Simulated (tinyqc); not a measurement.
Worked calculation: G0W0 on RHF in the cc-pvdz basis, for He, spin multiplicity 1. One step of it, computed by the program tinyqc.

Question. G0W0 on Hartree-Fock: LUMO. W(p,q,m) = sqrt2 sum_ia (pq|ia) (X+Y)_ia,m; Sigma_c(x) = sum_(i,m) W^2/(x - e_i + w_m) + sum_(a,m) W^2/(x - e_a - w_m); solve x = e_p + Sigma_c(x) by Newton steps; Z = 1/(1 - dSigma/dx); 1 hartree = 27.211386 eV.

orbital energies (hartree): MO1 -0.914148, MO2 1.397442, MO3 2.524372, MO4 2.524372, MO5 2.524372

Two-electron integrals over orbitals (pq|rs), unique and non-zero (hartree):
```
(11|11) 1.026865    (21|11) -0.316447   (21|21) 0.227505    (22|11) 0.857592
(22|21) -0.255195   (22|22) 0.765495    (31|31) 0.183149    (32|31) -0.025386
(32|32) 0.028529    (33|11) 0.961262    (33|21) -0.230485   (33|22) 0.774953
(33|33) 1.040531    (41|41) 0.183149    (42|41) -0.025386   (42|42) 0.028529
(43|43) 0.063706    (44|11) 0.961262    (44|21) -0.230485   (44|22) 0.774953
(44|33) 0.913119    (44|44) 1.040531    (51|51) 0.183149    (52|51) -0.025386
(52|52) 0.028529    (53|53) 0.063706    (54|54) 0.063706    (55|11) 0.961262
(55|21) -0.230485   (55|22) 0.774953    (55|33) 0.913119    (55|44) 0.913119
(55|55) 1.040531
```

excitation energies w (hartree): [2.728927, 3.787145, 3.787145, 3.787145]

X + Y, order 1>2, 1>3, 1>4, 1>5:
$$\begin{pmatrix}
0.920364 & 0.000000 & 0.000000 & 0.000000 \\
0.000000 & 0.952862 & 0.000000 & 0.000000 \\
0.000000 & 0.000000 & 0.952862 & 0.000000 \\
0.000000 & 0.000000 & 0.000000 & 0.952862
\end{pmatrix}$$

Give: The 12 largest terms at x = e_p; Newton steps; quasiparticle energy of the LUMO; Hartree-Fock value.

Answer.

The 12 largest terms at x = e_p (hartree; W for the signs of X + Y given):
```
q  m        W       term
2  1  -0.3322    -0.0404
1  1   0.2961     0.0174
3  2  -0.0342  -2.38e-04
4  3  -0.0342  -2.38e-04
5  4  -0.0342  -2.38e-04
```

Newton steps (hartree):
```
step       x  Sigma_c(x)       Z
0     1.3974     -0.0237  0.9819
1     1.3741     -0.0233  0.9821
2     1.3741     -0.0233  0.9821
```

quasiparticle energy of the LUMO = 37.3917 eV

Hartree-Fock value = 38.0263 eV
